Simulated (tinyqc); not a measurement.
The network against temperature: hopping conduction between localised states. Computed by tinyqc, a small Python program. Command: `OMP_NUM_THREADS=1 python tinyqc.py 3016728 3016729 out.jsonl hop walk`. One thread of a shared host (Intel(R) Xeon(R) Processor @ 2.30GHz), about 0.01 s of CPU time with the checks.

Energies are counted from the Fermi level. A small network shows the mechanism; the laws of an infinite system follow.

Inputs (values chosen for the exercise, for a model defective oxide): localisation length xi = 1.5 nm; temperature T = 110 K.

Dimension: 3D.

sites of the small network (nm, nm, meV):
```
       x     y  energy
1      0  3.07    2.72
2   2.63  1.86  -27.51
3    4.3  3.42  -24.04
4   6.23  1.34   19.48
5   9.12  3.65  -29.24
6  11.45  3.26   15.11
7  12.39  0.26   36.74
8     15  0.75   -2.78
```

Constants: k_B = 8.617333262e-05 eV/K.

Method:
- Miller-Abrahams exponent s_ij = 2 r_ij/xi + (|E_i| + |E_j| + |E_i - E_j|)/(2 k_B T); G_ij = G_0 exp(-s_ij).
- Site 1 is held at potential 1 and site 8 at 0; Kirchhoff's law sum_j G_ij (u_i - u_j) = 0 fixes the others; G = sum_j G_1j (1 - u_j).
- Critical exponent s_c: the smallest value such that bonds with s_ij <= s_c connect site 1 with site 8.
- The last column is the length of the critical bond.

Network:

| T (K) | -ln(G/G_0) | s_c | critical hop (nm) |
|---|---|---|---|
| 33 | 15.660 | 15.471 | 6.4657 |
| 50 | 12.808 | 13.142 | 6.4657 |
| 77 | 10.466 | 10.352 | 5.5619 |
| 110 | 9.131 | 9.471 | 5.5619 |
| 160 | 8.101 | 8.467 | 3.6998 |
| 280 | 7.053 | 6.952 | 3.6998 |
| 550 | 6.323 | 5.961 | 3.6998 |

What does the comparison show, and why?

-ln(G/G_0) follows s_c within 0.4. The critical hop is 6.47 nm long at the lowest T and 3.70 nm at the highest: on cooling the carrier goes farther to find a site of nearer energy, which is variable-range hopping.

Extremes, crossings and ranges named in words are read from the listed rows.
